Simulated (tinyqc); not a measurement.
Input admittance of a MOSFET at zero drain bias: distributed channel and distributed gate: two steps of the calculation.

Source and drain grounded, strong inversion, w = 2 pi f, Cox = eps0 eox/tox. The channel is an RC line of resistance 1/(mu Cox Vo) per square fed from both ends, so one finger has the intrinsic admittance y = i w Cox L tanh(g)/g per width, g = (1/2) sqrt(i w tau), tau = L^2/(mu Vo). The vertical resistance rv/L is in series with y, the overlaps 2 i w Cov in parallel: y_t = 1/(1/y + rv/L) + 2 i w Cov. The gate strip is a line of Rsh/L per length loaded by y_t, so a finger has Y = y_t Wf tanh(k)/k, k = (Wf/sd) sqrt(y_t Rsh/L); the device has Nf Y.

Inputs (values chosen for the exercise); values of the order met in silicon radio-frequency transistors:
```
symbol,value,unit,meaning
eox,3.9,,relative permittivity of the gate insulator (close to silicon dioxide)
tox,4.9,nm,insulator thickness
L,0.36,um,channel length
Wf,16,um,finger width
Nf,16,,number of fingers
mu,330,cm^2/(V s),channel mobility
Vo,0.37,V,gate overdrive
Rsh,28,ohm/square,sheet resistance of the gate
rv,7.7,ohm um^2,vertical resistivity of the gate stack
sd,2,,number of ends at which a finger is contacted
Cov,0.35,fF/um,overlap and fringe capacitance on each side
f,5.1,GHz,frequency
```

Constants: eps0 = 8.8541878128e-14 F/cm where lengths are in cm. Results are converted to the units shown.

Question 1. Admittance of the channel and stack per width. tau, g, c = Cox L, y and y_t as defined.

Give: tau; g; c; y; y_t.

Answer 1.

tau = 10.614 ps
g = 0.20619+0.20619i
c = 2.5370 fF/um
y = 2.302+81.218i uS/um
y_t = 2.44+103.64i uS/um

w tau = 0.340, and Im y is 0.999 of w c.

Question 2. Input impedance of the device. k and Y as defined; Z = 1/(Nf Y) = R + 1/(i w C); Q = |Im Z|/R; signal at the point farthest from a contact |1/cosh k|.

y_t = 2.44250+103.64057i uS/um

Give: k; Nf Y; R; C; Q; signal at the far point.

Answer 2.

k = 0.51391+0.50194i
Nf Y = 4.936+25.434i mS
R = 7.3531 ohm
C = 823.59 fF
Q = 5.1531
signal at the far point = 0.97280

Computed by the program tinyqc: `OMP_NUM_THREADS=1 python tinyqc.py 2262221 2262222 out.jsonl`, one thread of a shared Intel Xeon 2.30GHz, about 0.01 s for the whole run.
